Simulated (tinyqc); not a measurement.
What each parameter of the potential does: deformation potentials from a strained empirical pseudopotential.

Diamond lattice, no spin-orbit coupling. Atomic form factor V(q) = a1 (q^2 - a2)/(a3 exp(a4 q^2) - 1) in rydberg with q in 1/bohr, for the unstrained cell. Under a strain e the reciprocal vectors and k go over into (1 + e)^(-1) G, the atoms sit at +/- tau with tau = (1 + e) a (1,1,1)/8 - zeta a (eyz, ezx, exy)/4, and H(G,G') = c |k + G|^2 delta + (V(q)/det(1 + e)) cos(q.tau), q = G - G', with the term q = 0 left out; c = hbar^2/2m0. The basis is fixed before straining: all G with |k + G|^2 up to 16 (2 pi/a)^2. k is given in units of 2 pi/a of the unstrained cell.

Constants: hbar^2/2m0 = 3.80998211 eV angstrom^2; Ry = 13.60569312 eV; a0 (Bohr radius) = 0.5291772105 angstrom.

Inputs chosen for the exercise (near those of Si; not measured data):
- a = 5.44 angstrom (lattice constant)
- a1 = 0.531
- a2 = 2.185
- a3 = 2.079
- a4 = 0.492
- kD = 0.82 2 pi/a (position of the Delta minimum)

Gaps from the valence top to level 8 at Gamma and level 5 at (kD,0,0) and L, and their deformation potentials [E(+h) - E(-h)]/(3 ln((1 + h)/(1 - h))) for e = +/- h 1, h = 0.002. The row for the lattice constant keeps V(q) without the volume factor, so it is not a strain.

Results for these values:
```
case  Gamma (eV)  Delta (eV)  L (eV)  potential Gamma (eV)  potential Delta (eV)  potential L (eV)
base       3.934       0.903   1.841                 -8.52                  2.68             -1.86
```

What happens to each result for a4 = 0.487, all else kept?

Answer: Gamma rises from 3.934 to 4.026; Delta rises from 0.903 to 0.988; L rises from 1.841 to 1.915; potential Gamma falls from -8.52 to -8.68; potential Delta falls from 2.68 to 2.60; potential L falls from -1.86 to -1.93.

The same for each parameter in turn:
```
case                Gamma (eV)  Delta (eV)  L (eV)  potential Gamma (eV)  potential Delta (eV)  potential L (eV)
base                     3.934       0.903   1.841                 -8.52                  2.68             -1.86
a = 5.494 angstrom       3.806       1.189   1.937                 -8.80                  2.38             -2.04
a1 = 0.536               3.975       0.969   1.890                 -8.59                  2.67             -1.87
a2 = 2.163               4.046       0.831   1.846                 -8.44                  2.73             -1.83
a3 = 2.1                 3.889       0.813   1.780                 -8.43                  2.67             -1.86
a4 = 0.487               4.026       0.988   1.915                 -8.68                  2.60             -1.93
```

Computed by tinyqc, a small Python program: `OMP_NUM_THREADS=1 python tinyqc.py 1850078 1850079 out.jsonl` (the numbers bound the seed that draws the inputs); one thread of a shared host (Intel(R) Xeon(R) Processor @ 2.30GHz), about 0.2 s for the whole set of steps.
